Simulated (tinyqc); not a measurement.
Fully depleted semiconductor-on-insulator film with two gates, non-linear Poisson equation by Newton steps: one step of the calculation.

One dimension across the film, front interface at x = 0, back interface at x = ts. psi is counted from the intrinsic level, n = ni exp(psi/Vt) (source grounded), holes neglected, acceptors ionised. Gates act through Cox = eps0 eox/tox and Cbox = 3.9 eps0/tb with potentials G1 = Vg - (phiM - chi - Vt ln(Nc/ni)) and G2 = Vb - (phiB - chi - Vt ln(Nc/ni)). Classical Boltzmann densities, no interface charge, no depletion in the back plane.

Question. Newton step. Solve a d_(i-1) + b_i d_i + a d_(i+1) = -F_i for all nodes. Each component d is damped to sign(d) Vt ln(1 + |d|/Vt) before it is added.

Inputs (values chosen for the exercise): temperature T = 300 K.

Constants: q = 1.602176634e-19 C, kB = 1.380649e-23 J/K, Vt = kB T/q. Results are converted to the units shown.

a = 3.4826472 uF/cm^2

```
node	diagonal b (F/cm^2)	residual F (C/cm^2)	psi at the start (V)
0	-5.9693735e-6	-1.2235170e-7	0.3
1	-6.9667799e-6	-8.6468314e-11	0.3
2	-6.9667799e-6	-8.6468314e-11	0.3
3	-6.9667799e-6	-8.6468314e-11	0.3
4	-6.9667799e-6	-8.6468314e-11	0.3
5	-6.9667799e-6	-8.6468314e-11	0.3
6	-6.9667799e-6	-8.6468314e-11	0.3
7	-3.5450530e-6	-1.4176368e-8	0.3
```

Find: Newton step d, before damping; psi after iteration 1.

Answer.

```
node	Newton step d, before damping (V)	psi after iteration 1 (V)
0	-0.053069	0.27115
1	-0.055830	0.27026
2	-0.058591	0.26940
3	-0.061351	0.26857
4	-0.064113	0.26776
5	-0.066877	0.26698
6	-0.069645	0.26622
7	-0.072418	0.26548
```

Program tinyqc, `OMP_NUM_THREADS=1 python tinyqc.py 2190021 2190022 out.jsonl`; Intel Xeon 2.30GHz, shared host, one thread, about 0.4 s.
